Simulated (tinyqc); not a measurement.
# Thermionic-field emission through a Schottky barrier, WKB, step by step

tinyqc, about 0.04 s, one thread, Intel Xeon 2.30GHz (shared host): `OMP_NUM_THREADS=1 python tinyqc.py 2640068 2640069 out.jsonl` Printed values are rounded.

Metal on an n-type semiconductor with one parabolic valley; V > 0 is forward bias (metal positive). Energies E are counted from the conduction edge of the neutral semiconductor, whose Fermi level lies at -xi; that of the metal lies at -xi - V. The barrier is a parabola of height Vd = phi - xi - V (depletion approximation, no image force).

Parameters, values chosen for the exercise; band and dielectric values those of a made-up semiconductor:
- T = 300 K (temperature)
- me = 0.219 m0 (electron mass)
- eps_r = 9.87 (relative permittivity)
- phi = 1.35 eV (barrier height seen from the metal)
- Nd = 9.5e18 cm^-3 (donor density)
- V = 0.57 V (bias)
- nE = 13 (points of the energy grid)
- Eb = 0.55 eV (upper end of the energy grid)

Constants: q = 1.602176634e-19 C, kB = 1.380649e-23 J/K, hbar = 1.054571817e-34 J s, h = 6.62607015e-34 J s, m0 = 9.1093837015e-31 kg, Vt = kB T/q, eps0 = 8.8541878128e-14 F/cm where lengths are in cm. Results are converted to the units shown.

Range of the model: The depletion approximation, a parabolic band and the neglect of image-force lowering make these currents estimates at high doping.

## Fermi level, barrier and E00

Nc = 2 (2 pi me m0 kB T/h^2)^1.5 (times 1e-6 for cm^-3); Nd = Nc F12(-xi/Vt), F12(x) = (2/sqrt(pi)) int_0^infinity sqrt(u)/(1 + exp(u - x)) du; E00 = (hbar/2) sqrt(Nd/(me m0 eps0 eps_r)) in SI units (volts). W = sqrt(2 eps0 eps_r Vd/(q Nd)).

Nc = 2.57181e18 cm^-3
xi = -0.0659705 eV
Vd = 0.845971 V
W = 9.85618 nm
E00 = 38.9232 meV
E00/Vt = 1.50562

By a common rule of thumb, E00/Vt below 0.5 marks thermionic emission, 0.5 to 5 thermionic-field emission and above 5 field emission. By that rule alone: thermionic-field emission; with a high barrier, tunnelling near its top can carry most of the current even below 0.5.

## Current density on a coarse grid

For E < Vd, ln T(E) = -(Vd/E00) [sqrt(1 - y) - y ln((1 + sqrt(1 - y))/sqrt(y))], y = E/Vd; T(E) = 1 above. J = A* T (q/kB) int_0^infinity T(E) N(E) dE, N = ln[(1 + exp((-xi - E)/Vt))/(1 + exp((-xi - V - E)/Vt))], A* = 4 pi q me m0 kB^2/h^3 (times 1e-4 for A/(cm^2 K^2)). Simpson's rule on nE equally spaced points from 0 to Eb.

```
point,E (eV),T(E),N,T(E) N
0,0.000000,3.63822e-10,2.62690,9.55726e-10
1,0.045833,8.18520e-9,1.15662,9.46715e-9
2,0.091667,8.00705e-8,0.314887,2.52131e-8
3,0.137500,5.65684e-7,0.0609611,3.44847e-8
4,0.183333,3.21278e-6,0.0106190,3.41165e-8
5,0.229167,1.54267e-5,0.00181147,2.79451e-8
6,0.275000,6.44798e-5,3.07888e-4,1.98525e-8
7,0.320833,2.39053e-4,5.22976e-5,1.25019e-8
8,0.366667,7.96287e-4,8.88230e-6,7.07286e-9
9,0.412500,0.00240486,1.50855e-6,3.62786e-9
10,0.458333,0.00662747,2.56209e-7,1.69802e-9
11,0.504167,0.0167407,4.35140e-8,7.28454e-10
12,0.550000,0.0388664,7.39031e-9,2.87235e-10
```

J = 0.744922 A/cm^2

The integrand peaks at E = 0.138 eV among these points, 0.16 of the barrier height. A converged quadrature gives 0.7472 A/cm^2 (this grid is 0.31 % below that), of which 2.5e-5 % passes over the barrier.
